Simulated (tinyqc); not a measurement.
Harmonic transition-state theory with quantum, tunnelling and friction corrections: one step, computed by the program tinyqc. Command: `OMP_NUM_THREADS=1 python tinyqc.py 3020812 3020813 out.jsonl rates walk`. One thread of a shared host (Intel(R) Xeon(R) Processor @ 2.30GHz), about 0.04 s of CPU time with the checks.

One atom hops between equivalent sites; three modes at the minimum and two real modes at the saddle are treated as harmonic, the rest of the crystal as unchanged; melting is ignored, so hot rows may lie above the melting point.

Problem. Classical rate and diffusivity. Vineyard: nu* = product of minimum frequencies / product of real saddle frequencies; k_cl = nu* exp(-E_b/(k_B T)). Activation entropy S = k_B ln(nu* h/(k_B T)); for uncorrelated jumps D = z k d^2/6 and D0 = z nu* d^2/6; 1 angstrom^2 = 1e-16 cm^2.

Inputs (values chosen for the exercise, modelled on interstitial oxygen in silicon):
```
quantity                     value      unit
barrier E_b                   2.52        eV
temperature T                 1250         K
jump length d                  1.9  angstrom
number of jump directions z      6         -
```

Lattice of sites: three-dimensional.

frequencies at the minimum (THz): 17.6  20.2  20.3

real frequencies at the saddle (THz): 21.7  23.5

Constants: k_B = 8.617333262e-05 eV/K; h x 1 THz = 4.135667696 meV.

Give: prefactor nu*; classical rate k_cl; activation entropy in the Eyring form; classical diffusivity D; prefactor D0.

Solution.

prefactor nu* = 14.152 THz

classical rate k_cl = 978.68 1/s

activation entropy in the Eyring form = -0.60997 k_B

classical diffusivity D = 3.5330e-13 cm^2/s

prefactor D0 = 0.0051090 cm^2/s
